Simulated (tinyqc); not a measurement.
Frequency dispersion of an accumulation capacitance by border traps, distributed model: two steps of the calculation.

Traps spread evenly through the insulator exchange electrons with the semiconductor by tunnelling, with tau(x) = t0 exp(2 ka x) at depth x from the interface. The admittance per area Y seen at depth x obeys dY/dx = -Y^2/(i w eps0 eox) + q Nb ln(1 + i w tau)/tau, with Y(0) = i w Cs and w = 2 pi f; the gate sees Y(tox) = G + i w C. Working variable y = Y/(i w), in uF/cm^2. Cox = eps0 eox/tox.

Values chosen for this exercise; permittivity close to that of zirconium oxide: relative permittivity of the insulator eox = 22.4; insulator thickness tox = 10 nm; semiconductor capacitance in accumulation Cs = 1.4 uF/cm^2; density of border traps Nb = 3.1e18 cm^-3 eV^-1; decay constant of the wave function in the insulator ka = 4.6 1/nm; time constant of a trap at the interface t0 = 6e-9 s; frequency f = 1e5 Hz; depth down to which the steps are taken xe = 1.2 nm.

Constants: q = 1.602176634e-19 C, eps0 = 8.8541878128e-14 F/cm where lengths are in cm. Results are converted to the units shown.

Task 1. Midpoint steps through the active depth. In terms of y: dy/dx = -y^2/(eps0 eox) + s(x), s = q Nb ln(1 + z)/z, z = i w tau. 10 midpoint steps of h = xe/10: y_half = y + (h/2) y'(x, y), y(new) = y + h y'(x + h/2, y_half).

Wanted: x; s; y.

Result 1.

```
point   x (nm)    s (uF/(cm^2 nm))     y (uF/cm^2)
0            0  0.049667-0.000094i  1.4000+0.0000i
1      0.12000  0.049665-0.000282i  1.3942+0.0000i
2      0.24000  0.049648-0.000851i  1.3884-0.0001i
3      0.36000  0.049491-0.002555i  1.3827-0.0003i
4      0.48000  0.048144-0.007394i  1.3771-0.0008i
5      0.60000  0.039849-0.016737i  1.3711-0.0022i
6      0.72000  0.021558-0.019279i  1.3636-0.0045i
7      0.84000  0.008438-0.012496i  1.3540-0.0063i
8      0.96000  0.002947-0.006255i  1.3436-0.0073i
9       1.0800  0.000993-0.002777i  1.3330-0.0077i
10      1.2000  0.000331-0.001154i  1.3224-0.0078i
```

Task 2. Capacitance and conductance at the gate. Beyond xe the traps are ignored, so 1/y(tox) = 1/y(xe) + (tox - xe)/(eps0 eox); C = Re y, G/w = -Im y, loss tangent G/(w C).

y at xe = 1.3223987-0.0077891i uF/cm^2

Find: y at the gate; C; G/w; loss tangent.

Result 2.

y at the gate = 0.8334-0.0031i uF/cm^2
C = 0.8334 uF/cm^2
G/w = 0.003094 uF/cm^2
loss tangent = 0.003712

Computed by the program tinyqc: `OMP_NUM_THREADS=1 python tinyqc.py 2202246 2202247 out.jsonl`, one thread of a shared Intel Xeon 2.30GHz, about 0.5 s for the whole run.
